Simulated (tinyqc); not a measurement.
Chip with leakage that grows with temperature, electro-thermal loop and runaway: two steps of the calculation.

One temperature T for the device, T = T0 + Rth P(T), with P(T) = Pd + Pl (T/300 K)^2 exp[(q Ea/kB)(1/(300 K) - 1/T)]. The loop gain is Rth dP/dT; a solution is thermally stable when it is below one.

Inputs (values chosen for the exercise): ambient temperature T0 = 360 K; temperature-independent switching power Pd = 29 W; leakage power at 300 K Pl = 0.0591 W; activation energy of the leakage Ea = 0.58 eV; thermal resistance Rth = 0.59 K/W.

Constants: q = 1.602176634e-19 C, kB = 1.380649e-23 J/K. Results are converted to the units shown.

Problem 1. Temperature by substitution. P(T) = Pd + Pl (T/300 K)^2 exp[(q Ea/kB)(1/(300 K) - 1/T)]; T(new) = T0 + Rth P(T).

T at the start = 360 K

Wanted: P; T after iteration 1.

Solution 1.

P = 32.580 W
T after iteration 1 = 379.22 K

Problem 2. Loop gain and effective thermal resistance. P(T) = Pd + Pl (T/300 K)^2 exp[(q Ea/kB)(1/(300 K) - 1/T)]; P'(T) = (P - Pd)(2/T + q Ea/(kB T^2)); G = Rth P'. A small change of T0 changes T by 1/(1 - G) times as much.

converged T = 385.41723 K

Give: P; G; dT/dT0.

Solution 2.

P = 43.08 W
G = 0.4195
dT/dT0 = 1.723

The feedback is positive: heating raises the power. A second, unstable solution lies at 421.6 K; above it the temperature runs away.

Numbers from tinyqc (`OMP_NUM_THREADS=1 python tinyqc.py 2520102 2520103 out.jsonl`; about 0.01 s on one thread of a shared Intel Xeon 2.30GHz).
